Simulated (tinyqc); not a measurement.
Inside a calculation. Method: G0W0 on RHF in the sto-3g basis, for BeH2, spin multiplicity 1. One step of it, computed by the program tinyqc.

Problem. G0W0 on Hartree-Fock: LUMO. W(p,q,m) = sqrt2 sum_ia (pq|ia) (X+Y)_ia,m; Sigma_c(x) = sum_(i,m) W^2/(x - e_i + w_m) + sum_(a,m) W^2/(x - e_a - w_m); solve x = e_p + Sigma_c(x) by Newton steps; Z = 1/(1 - dSigma/dx); 1 hartree = 27.211386 eV.

orbital energies (hartree): [-4.523983, -0.443059, -0.403199, 0.208876, 0.213290, 0.431890, 0.837734]

Two-electron integrals over orbitals (pq|rs), unique and non-zero (hartree):
```
(11|11) 2.271601    (21|11) -0.193209   (21|21) 0.025283    (22|11) 0.475790
(22|21) -0.006196   (22|22) 0.390076    (31|31) 0.005597    (32|31) 0.012830
(32|32) 0.162240    (33|11) 0.443791    (33|21) -0.002595   (33|22) 0.402571
(33|33) 0.425613    (41|11) 0.037970    (41|21) -0.004558   (41|22) 0.003144
(41|33) 0.001803    (41|41) 0.016220    (42|11) -0.016471   (42|21) 0.001515
(42|22) 0.009249    (42|33) 0.009601    (42|41) 0.014456    (42|42) 0.048571
(43|31) -0.000109   (43|32) 0.011556    (43|43) 0.015124    (44|11) 0.566799
(44|21) -0.007891   (44|22) 0.361420    (44|33) 0.348265    (44|41) -0.004819
(44|42) -0.023587   (44|44) 0.452774    (51|51) 0.015762    (52|51) 0.015113
(52|52) 0.048497    (53|53) 0.013817    (54|51) -0.003151   (54|52) -0.008299
(54|54) 0.025441    (55|11) 0.569178    (55|21) -0.007693   (55|22) 0.363258
(55|33) 0.348769    (55|41) 0.001247    (55|42) -0.007816   (55|44) 0.400553
(55|55) 0.449859    (61|11) -0.183947   (61|21) 0.024764    (61|22) -0.005952
(61|33) -0.003345   (61|41) -0.001921   (61|42) 0.003574    (61|44) -0.006258
(61|55) -0.005032   (61|61) 0.024846    (62|11) 0.120873    (62|21) -0.006232
(62|22) -0.019384   (62|33) -0.043551   (62|41) 0.003463    (62|42) -0.003209
(62|44) 0.053452    (62|55) 0.057754    (62|61) -0.003966   (62|62) 0.079367
(63|31) -0.001673   (63|32) -0.092580   (63|43) -0.009543   (63|63) 0.083182
(64|11) 0.016221    (64|21) 0.000353    (64|22) 0.003025    (64|33) -0.002789
(64|41) 0.014836    (64|42) 0.041384    (64|44) -0.004018   (64|55) 0.005954
(64|61) 0.003040    (64|62) 0.018914    (64|64) 0.045650    (65|51) 0.016070
(65|52) 0.046425    (65|54) -0.005552   (65|65) 0.049393    (66|11) 0.474219
(66|21) -0.006537   (66|22) 0.391686    (66|33) 0.401287    (66|41) 0.007643
(66|42) 0.022998    (66|44) 0.357443    (66|55) 0.363209    (66|61) -0.005001
(66|62) -0.026974   (66|64) 0.014175    (66|66) 0.412638    (71|31) 0.010518
(71|32) 0.019352    (71|43) -0.000586   (71|63) -0.001143   (71|71) 0.020059
(72|31) 0.003940    (72|32) -0.042412   (72|43) -0.010441   (72|63) 0.060773
(72|71) 0.007744    (72|72) 0.056683    (73|11) 0.143956    (73|21) -0.004652
(73|22) -0.003662   (73|33) -0.019482   (73|41) -0.000333   (73|42) -0.014849
(73|44) 0.063204    (73|55) 0.063392    (73|61) -0.003603   (73|62) 0.073552
(73|64) 0.007919    (73|66) -0.023939   (73|73) 0.084324    (74|31) -0.002480
(74|32) -0.024959   (74|43) 0.011876    (74|63) 0.014941    (74|71) -0.004164
(74|72) 0.004055    (74|74) 0.020928    (75|53) 0.013556    (75|75) 0.016691
(76|31) 0.010369    (76|32) 0.139173    (76|43) 0.012881    (76|63) -0.091659
(76|71) 0.015938    (76|72) -0.052419   (76|74) -0.021254   (76|76) 0.134872
(77|11) 0.564795    (77|21) -0.008418   (77|22) 0.416822    (77|33) 0.434779
(77|41) 0.001034    (77|42) 0.001997    (77|44) 0.387107    (77|55) 0.385822
(77|61) -0.008272   (77|62) -0.029186   (77|64) -0.005796   (77|66) 0.425080
(77|73) -0.004510   (77|77) 0.474441
```

excitation energies w (hartree): [0.640240, 0.643529, 0.741051, 0.746728, 0.955882, 0.974753, 1.412040, 1.433012, 4.765179, 4.768747, 5.005390, 5.401709]

X + Y, order 1>4, 1>5, 1>6, 1>7, 2>4, 2>5, 2>6, 2>7, 3>4, 3>5, 3>6, 3>7:
```
[[0.000000, 0.000000, -0.011552, 0.000000, 0.000000, -0.002981, 0.000000, -0.000122, 0.996467, 0.000000, -0.015386, 0.000000],
 [0.000000, 0.000000, 0.000000, -0.012103, 0.000000, 0.000000, 0.000000, 0.000000, 0.000000, 0.996683, 0.000000, 0.000000],
 [0.000000, 0.000000, -0.002596, 0.000000, 0.000000, 0.001946, 0.000000, 0.003613, 0.016133, 0.000000, 0.994914, 0.000000],
 [0.000322, 0.000000, 0.000000, 0.000000, 0.002414, 0.000000, -0.005488, 0.000000, 0.000000, 0.000000, 0.000000, 0.996287],
 [0.000000, 0.000000, 0.937222, 0.000000, 0.000000, 0.012533, 0.000000, -0.024188, 0.001702, 0.000000, 0.000356, 0.000000],
 [0.000000, 0.000000, 0.000000, 0.937521, 0.000000, 0.000000, 0.000000, 0.000000, 0.000000, 0.001783, 0.000000, 0.000000],
 [0.000000, 0.000000, -0.004624, 0.000000, 0.000000, 0.906568, 0.000000, 0.226957, 0.000545, 0.000000, -0.000591, 0.000000],
 [0.024900, 0.000000, 0.000000, 0.000000, -0.279064, 0.000000, 0.924145, 0.000000, 0.000000, 0.000000, 0.000000, 0.001449],
 [0.976807, 0.000000, 0.000000, 0.000000, -0.027985, 0.000000, -0.017654, 0.000000, 0.000000, 0.000000, 0.000000, -0.000051],
 [0.000000, 0.978764, 0.000000, 0.000000, 0.000000, 0.000000, 0.000000, 0.000000, 0.000000, 0.000000, 0.000000, 0.000000],
 [0.046140, 0.000000, 0.000000, 0.000000, 0.906524, 0.000000, 0.184748, 0.000000, 0.000000, 0.000000, 0.000000, -0.000124],
 [0.000000, 0.000000, 0.050167, 0.000000, 0.000000, -0.327302, 0.000000, 0.889825, -0.000090, 0.000000, -0.000780, 0.000000]]
```

Give: The 12 largest terms at x = e_p; Newton steps; quasiparticle energy of the LUMO; Hartree-Fock value.

Solution.

The 12 largest terms at x = e_p (hartree; W for the signs of X + Y given):
```
q  m        W       term
4  8   0.0975    -0.0066
6  3   0.0550    -0.0031
2  3   0.0631     0.0029
4  6   0.0389    -0.0015
4  3  -0.0270    -0.0010
6  6   0.0213  -3.77e-04
3  1   0.0199   3.16e-04
7  1   0.0175  -2.42e-04
2  8  -0.0214   2.19e-04
7  5   0.0171  -1.84e-04
5  4  -0.0109  -1.60e-04
3  7  -0.0165   1.35e-04
```

Newton steps (hartree):
```
step       x  Sigma_c(x)       Z
0     0.2089     -0.0098  0.9859
1     0.1992     -0.0096  0.9861
2     0.1992     -0.0096  0.9861
```

quasiparticle energy of the LUMO = 5.4216 eV

Hartree-Fock value = 5.6838 eV
